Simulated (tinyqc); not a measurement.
# Schottky emission and Poole-Frenkel conduction in an insulator, and how to tell them apart, step by step

Computed by the program tinyqc: `OMP_NUM_THREADS=1 python tinyqc.py 2370082 2370083 out.jsonl`, one thread of a shared Intel Xeon 2.30GHz, about 0.01 s for the whole run. Printed values are rounded.

Schottky emission (electrode-limited): J = As T^2 exp[-(pb - b sqrt(F))/Vt], b = sqrt(q/(4 pi eps0 ei)). Poole-Frenkel emission (bulk-limited): J = s0 F exp[-(pt - 2 b sqrt(F))/Vt]. F in V/cm.

Inputs (values chosen for the exercise); dielectric values close to those of hafnium oxide:

| symbol | value | unit | meaning |
|---|---|---|---|
| T | 325 | K | temperature |
| ei | 4.48 |  | high-frequency relative permittivity |
| es | 21.8 |  | static relative permittivity |
| pt | 1.07 | eV | trap depth |
| s0 | 0.072 | S/cm | Poole-Frenkel prefactor |
| pb | 1.07 | eV | electrode barrier |
| As | 28 | A/(cm^2 K^2) | Richardson constant |
| F | 1.7 | MV/cm | field |

Constants: q = 1.602176634e-19 C, kB = 1.380649e-23 J/K, Vt = kB T/q, eps0 = 8.8541878128e-14 F/cm where lengths are in cm. Results are converted to the units shown.

Range of the model: At the field F a Fowler-Nordheim estimate for tunnelling through pb (mass 0.4 m0) gives 6.3e-6 A/cm^2, more than Schottky emission.

## Both currents at one field

Lowerings b sqrt(F) and 2 b sqrt(F); the image-force maximum lies at sqrt(q/(16 pi eps0 ei F)) from the electrode.

Schottky lowering = 233.755 meV
position of the barrier top = 0.687515 nm
Poole-Frenkel lowering = 467.510 meV
J, Schottky = 3.18617e-7 A/cm^2
J, Poole-Frenkel = 5.55867e-5 A/cm^2

Injection and bulk transport act in series, so the smaller capacity limits the current: here the electrode, by a factor of 174.

## Which mechanism made these data

```
point  F (MV/cm)  J (A/cm^2)
0           1.12    2.369e-6
1            1.8   0.0001432
2           2.48    0.003906
3           3.15     0.06423
4           3.83      0.8049
5            4.5       7.749
```

The data come from another sample of the same dielectric, in which one mechanism alone limits the current. Fit straight lines by least squares: ln J on sqrt(F) (Schottky plot, slope b/Vt) and ln(J/F) on sqrt(F) (Poole-Frenkel plot, slope 2 b/Vt), F in V/cm, and read a permittivity from each slope. The right mechanism gives a value near ei, and in any case between ei and es.

slope of the Schottky plot = 0.0141013 (cm/V)^0.5
permittivity read as Schottky = 0.923259
slope of the Poole-Frenkel plot = 0.0128031 (cm/V)^0.5
permittivity read as Poole-Frenkel = 4.47992

Both plots are nearly straight, so straightness decides nothing. Read as Poole-Frenkel the data give 4.48, which matches ei = 4.48; read as Schottky they give 0.923, below 1 and impossible. The data are Poole-Frenkel.
